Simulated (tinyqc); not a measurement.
Worked calculation: Stillinger-Weber potential for a tetrahedral semiconductor. Computed by tinyqc, a small Python program that keeps every step. Command: `OMP_NUM_THREADS=1 python tinyqc.py 3014172 3014173 out.jsonl swsi walk`. One thread of a shared host (Intel(R) Xeon(R) Processor @ 2.30GHz), about 0.05 s of CPU time with the checks. Intermediate numbers are printed to about 6 digits and carried at full precision; extremes and crossings named in words are read from the listed rows.

With x = r/sigma: pair term eps A (B x^-4 - 1) exp(1/(x - a)); for each pair of neighbours j, k of atom i, three-body term eps lambda exp(gamma/(x_ij - a) + gamma/(x_ik - a)) (cos theta_jik + 1/3)^2; both vanish beyond x = a. A = 7.049556277, B = 0.6022245584, a = 1.8.

Inputs (values chosen for the exercise, modelled on silicon):
```
quantity,value,unit
energy scale eps,2.265,eV
length scale sigma,2.098,angstrom
three-body strength lambda,21.2,-
gamma,1.3,-
bond 1 of the trimer,2.42,angstrom
bond 2 of the trimer,2.57,angstrom
angle of the trimer theta,85.4,degrees
```

displacement of one atom (angstrom): [0.21, 0.069, -0.024]

Constants: 1 eV/angstrom^3 = 160.2176634 GPa.

## A trimer

Atom 1 binds atoms 2 and 3 at the angle theta; the third side follows from the cosine rule. Sum the three pair terms and the three-body terms centred on each atom.

distance 2-3 = 3.38581 angstrom

pair terms (eV): 1-2 -2.24341, 1-3 -2.05495, 2-3 -0.06762

three-body term at atom 1 = 0.114635 eV

three-body terms at atoms 2 and 3 = 0.0107887 eV

energy of the trimer = -4.24056 eV

The cut-off is 3.776 angstrom, so atoms 2 and 3 interact directly.

## The diamond lattice

All angles are tetrahedral, so only the pair term acts; its minimum lies at x = 2^(1/6) with depth eps, and second neighbours lie beyond the cut-off. a0 = 4 d/sqrt3; E = -2 eps per atom.

bond length d = 2.35493 angstrom

lattice constant a0 = 5.43847 angstrom

energy per atom = -4.53 eV

## Elastic constants and internal strain

Second derivatives of the energy per atom, volume a0^3/8: e_xx gives C11, e_xx = -e_yy gives 2 (C11 - C12), e_xy = e_yx = h/2 gives the unrelaxed C44(0). Under that shear the second sublattice shifts by u_z; minimising over u_z gives C44 = C44(0) - E_hu^2/(E_uu V) and Kleinman's zeta = |E_hu/E_uu|/(a0/4). The optical force constant is k = 4 E_uu, with M omega^2 = k at the zone centre.

C11 = 144.596 GPa

C12 = 85.9631 GPa

unrelaxed C44(0) = 112.022 GPa

C44 = 47.0195 GPa

internal strain zeta = 0.702899

optical force constant k = 35.7274 eV/angstrom^2

Internal relaxation lowers C44 by 58 %. zeta = 1 would keep all bond lengths equal under shear and 0 would move atoms with the lattice; the value here is 0.70. Caution: the original fit to silicon is too soft in shear (C44) and too stiff for the optical mode.

## One atom displaced in the eight-atom cell

Cubic cell of side a0 with periodic images; atoms 1 to 4 at (0,0,0), (0,1/2,1/2), (1/2,0,1/2), (1/2,1/2,0), atoms 5 to 8 shifted by (1/4,1/4,1/4). Atom 5 is moved by u. Forces are minus the gradient of the total energy.

bond lengths from atom 5 to atoms 1 to 4 (angstrom): [2.50769, 2.45841, 2.29716, 2.18430]

rise of the pair energy = 0.364012 eV

three-body energy = 0.0760169 eV

forces (eV/angstrom):
```
,x,y,z
atom 5,-3.68167,-1.37844,0.85801
atom 1,0.93949,0.75854,0.60333
atom 2,0.74282,-0.36087,-0.52030
atom 3,0.65313,-0.29160,0.32234
atom 4,1.44071,1.30406,-1.28740
```

Bond bending carries 17 % of the energy rise. The four neighbours take up a total force of 4.126 against 4.024 eV/angstrom on atom 5; the difference acts on atoms 6 to 8.

## Diamond against structures with more neighbours

Each structure is relaxed in its neighbour distance d (lowest minimum for d between sigma and 1.7 sigma), with all neighbours inside the cut-off, second shells too where they fall inside.

Energies per atom (eV):
```
structure,first neighbours,d (angstrom),pair,three-body,total,volume (angstrom^3)
diamond,4,2.35493,-4.53000,0.00000,-4.53000,20.1066
simple cubic,6,2.56413,-6.19624,1.42300,-4.77324,16.8585
bcc,8,2.73507,-8.16164,2.73751,-5.42414,15.7501
fcc,12,2.85577,-8.08923,2.73671,-5.35252,16.4686
```

The order is bcc < fcc < simple cubic < diamond, the lowest two 0.072 eV apart. Against diamond the pair energy changes by -1.67 (simple cubic), -3.63 (bcc), -3.56 (fcc) eV, while angles away from 109.47 degrees cost 1.42, 2.74, 2.74 eV; the bonds stretch to 2.86 angstrom in fcc to weaken that penalty. With lambda = 21.2 and gamma = 1.3 (21 and 1.2 in the original fit to silicon) the three-body term, which a larger gamma damps, does not keep diamond lowest, unlike the element itself.

Checks made by the program: lattice sum at a0 (relative difference below 1e-10); B from the pair term alone, phi''(d)/(3 a0), against (C11 + 2 C12)/3 (relative difference 5e-07).
